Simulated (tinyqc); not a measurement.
Inside a calculation: hole subbands of a hard-walled well, four-band Luttinger model. Values are carried at full precision from step to step, so a last printed digit may differ when a step is redone from the rounded ones.

Constants: hbar^2/2m0 = 3.80998211 eV angstrom^2.

Inputs chosen for the exercise (near those of GaSb; the results hold for these values, not for the real material):
```
symbol  value  unit        meaning
g1      13.33              Luttinger gamma1
g2      4.72               gamma2
L       195    angstrom    well width along [001]
Zs      0      eV          shear strain energy
g3      5.98               gamma3
k       0.018  1/angstrom  wave vector in the plane
N       4                  sines for each component
kmax    0.039  1/angstrom  end of the path
```

## Levels at k = 0

R and S vanish: HHn = c (g1 - 2 g2)(n pi/L)^2 - Zs and LHn = c (g1 + 2 g2)(n pi/L)^2 + Zs, c = hbar^2/2m0, hole energies counted downwards. Sort HH1 to HH4 and LH1, LH2.

Levels:
```
subband,E (eV)
HH1,0.0038
HH2,0.0154
LH1,0.0225
HH3,0.0346
HH4,0.0615
LH2,0.0901
```

The top subband is HH1, 11.5 meV from HH2.

## The matrix at one k

Hole energies are counted downwards from the unstrained band edge, c = hbar^2/2m0. After the usual block transformation one block is H = [[P + Q - Zs, R - i S], [R + i S, P - Q + Zs]] in (heavy, light), with P +/- Q = c [(g1 +/- g2) k^2 + (g1 -/+ 2 g2) kz^2], R = sqrt(3) c gR k^2, S = 2 sqrt(3) c g3 k kz, kz = -i d/dz; axial approximation gR = (g2 + g3)/2. Zs = b (e_par - e_perp) is the shear part of the strain (the hydrostatic part shifts all levels alike and is left out). Basis sqrt(2/L) sin(n pi z/L), n = 1 to N, for each component: kz^2 gives (n pi/L)^2 and the heavy-light block is R delta_nm - 2 sqrt(3) c g3 k D_nm with D_nm = 4 n m/(L (n^2 - m^2)) for n + m odd, 0 otherwise. The other block has the same levels. The split-off band is left out.

Fill in the 2N x 2N matrix, in meV.

H(k) (meV):
```
,h1,h2,h3,h4,l1,l2,l3,l4
h1,26.13,0,0,0,11.44,19.43,0,7.77
h2,0,37.67,0,0,-19.43,11.44,34.97,0
h3,0,0,56.90,0,0,-34.97,11.44,49.96
h4,0,0,0,83.83,-7.77,0,-49.96,11.44
l1,11.44,-19.43,0,-7.77,33.15,0,0,0
l2,19.43,11.44,-34.97,0,0,100.70,0,0
l3,0,34.97,11.44,-49.96,0,0,213.28,0
l4,7.77,0,49.96,11.44,0,0,0,370.91
```

## Levels and mixing

Diagonalise; give the four lowest hole energies and the weight of the heavy component (the first half of the basis) in each.

levels (meV): 8.70  17.95  35.44  47.45

heavy weight: 0.548  0.825  0.887  0.541

The most mixed of the four is number 4, with 54 % heavy character. Against 60 sines these levels lie 0.2, 0.3, 0.8 and 1.8 meV too high: the small basis lacks the higher sines, which carry the upper levels.

## Dispersion in the plane

N = 20, nine points from 0 to kmax.

Hole energies (meV):
```
k (1/angstrom),E1,E2,E3,E4,heavy weight of 1,heavy weight of 2
0.0000,3.85,15.39,22.52,34.62,1.000,1.000
0.0049,5.09,13.65,26.03,34.08,0.993,0.770
0.0097,7.81,12.43,32.97,33.08,0.885,0.718
0.0146,8.49,15.32,33.15,40.82,0.619,0.858
0.0195,8.61,18.42,35.64,47.57,0.524,0.793
0.0244,9.49,19.65,38.38,53.84,0.474,0.702
0.0293,11.19,20.32,39.28,59.74,0.440,0.637
0.0341,13.67,21.33,39.37,62.95,0.414,0.589
0.0390,16.88,22.97,39.58,63.90,0.395,0.551
```

At small k the hole energy falls in subbands 2 and 4: an electron-like mass, caused by repulsion from a deeper subband. E2 - E1 is smallest, 4.6 meV, at k = 0.0097 of the points listed. The top subband goes from 1.00 to 0.39 in heavy weight.

## Mass of HH1 in the plane

Second order in k: 1/m = g1 + g2 - sum_n 12 c g3^2 D_1n^2/(LHn - HH1) over even n up to 60, with D_1n = 4n/(L (n^2 - 1)) in size, LHn - HH1 = c [(g1 + 2 g2) n^2 - (g1 - 2 g2)](pi/L)^2 + 2 Zs, c = hbar^2/2m0.

LHn - HH1 for n = 2, 4, 6 (meV): 86.2  356.4  806.8
terms for n = 2, 4, 6: 3.5461  0.1373  0.0251
sum of all terms = 3.7231
mass without mixing, 1/(g1 + g2) = 0.0554 m0
1/m with mixing = 14.3269 1/m0

Mixing with the light holes takes m from 0.055 to 0.070 m0.

## Checks

- 1/m of HH1 from the full matrix (N = 60) at small k against second order: both 14.327.
- The 2 x 2 block with gR = g2 (k along [100]) for a plane wave (k, 0, pi/L) against the bulk heavy-hole formula, eV: both 0.00438.
- Lowest level at the given k on a real-space grid of 240 points against 60 sines, eV: both 0.0085.

(tinyqc, `OMP_NUM_THREADS=1 python tinyqc.py 1281060 1281061 out.jsonl`, Intel(R) Xeon(R) Processor @ 2.30GHz, 1 thread, shared host, about 0.1 s.)
